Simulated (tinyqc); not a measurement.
## Gap and screening length from two transmissions

Problem. At the source junction of a tunnel FET, T(w) = exp(-S), S = 2 pi lam sqrt(m/(C Eg)) [w + Eg/2 - sqrt(w (w + Eg))], C = hbar^2/(2 m0). Find Eg (between 0.1 and 3 eV) and lam.

Parameters, values chosen for the exercise: band-edge mass of the two-band model m = 0.049 m0.

Constants: q = 1.602176634e-19 C, hbar = 1.054571817e-34 J s, m0 = 9.1093837015e-31 kg, hbar^2/(2 m0) = 0.0380998212 eV nm^2. Results are converted to the units shown.

T(w) at w = 0.06 and 0.36 eV: 0.0010699251  0.046473926

Answer. The ratio of the two exponents depends on Eg alone and falls steadily with it, which fixes Eg; either exponent then gives lam.

ratio of the two S = 2.229
Eg = 0.6030 eV
lam = 4.600 nm

Program tinyqc, `OMP_NUM_THREADS=1 python tinyqc.py 2620035 2620036 out.jsonl`; Intel Xeon 2.30GHz, shared host, one thread, about 0.01 s.
